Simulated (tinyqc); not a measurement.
From image to dissolution rate: chemically amplified photoresist: aerial image, acid generation, bake, development and line width. Computed by tinyqc, a small Python program. Command: `OMP_NUM_THREADS=1 python tinyqc.py 3024045 3024046 out.jsonl resist walk`. One thread of a shared host (Intel(R) Xeon(R) Processor @ 2.30GHz), about 0.03 s of CPU time with the checks.

Lines and spaces of pitch p with a two-beam-like image; x = 0 is the middle of the bright space. The resist is positive and treated as uniform in depth.

Inputs (values chosen for the exercise, for a model resist at 248 nm):
```
quantity                                         value     unit
pitch p                                            300       nm
image contrast c                                  0.76        -
mean dose E                                       10.2  mJ/cm^2
Dill parameter C                                 0.043  cm^2/mJ
quencher load q, relative to the acid generator  0.093        -
acid diffusivity D                                 5.3   nm^2/s
bake time t                                         60        s
amplification rate k_amp                         0.021      1/s
threshold protection m_th                          0.6        -
development selectivity n                           12        -
largest rate r_max                                1000     nm/s
smallest rate r_min                              0.014     nm/s
```

Method:
- Dose E(x) = E [1 + c cos(2 pi x/p)]; acid h = 1 - exp(-C E(x)).
- Bake: the acid image is blurred by a Gaussian of variance sigma^2 = 2 D t (each Fourier term k of h, taken on 64 points, is multiplied by exp(-4 pi^2 k^2 D t/p^2)).
- The quencher then removes q, h_eff = max(h_blurred - q, 0); protection m = exp(-k_amp t h_eff).
- Mack rate r = r_max (a + 1)(1 - m)^n/(a + (1 - m)^n) + r_min, a = ((n + 1)/(n - 1))(1 - m_th)^n.

Across half a pitch:
```
x/p   x (nm)  dose (mJ/cm^2)  blurred acid  protection m  rate (nm/s)
0.00       0          17.952       0.51655       0.58644   5.5798e+02
0.05      15          17.573       0.50914       0.59195   5.1802e+02
0.10      30          16.471       0.48713       0.60860   3.9469e+02
0.15      45          14.757       0.45140       0.63662   2.1095e+02
0.20      60          12.595       0.40375       0.67601   6.3220e+01
0.25      75          10.200       0.34737       0.72578   9.0483e+00
0.30      90           7.805       0.28703       0.78311   5.6025e-01
0.35     105           5.643       0.22905       0.84246   2.5783e-02
0.40     120           3.929       0.18053       0.89558   1.4085e-02
0.45     135           2.827       0.14816       0.93286   1.4000e-02
0.50     150           2.448       0.13678       0.94633   1.4000e-02
```

What follows from these numbers?

The dose varies by a factor 7.33 across the pattern and the rate by 39900.

Extremes, crossings and ranges named in words are read from the listed rows.
